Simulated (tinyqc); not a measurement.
Inside a calculation. Method: tight binding, honeycomb lattice. One step of it, computed by the program tinyqc.

Task: Levels at k. Diagonalise the Hermitian matrix.

H(k) at k (eV), order A, B:
```
[[-0.889674, -0.907018-1.640709i],
 [-0.907018+1.640709i, 0.890030]]
```

Give: eigenvalues; weights |c|^2 of the basis functions.

Result:

eigenvalues (eV): [-2.075, 2.075]

weights |c|^2 of the basis functions, order A, B:
```
[[0.714, 0.286],
 [0.286, 0.714]]
```
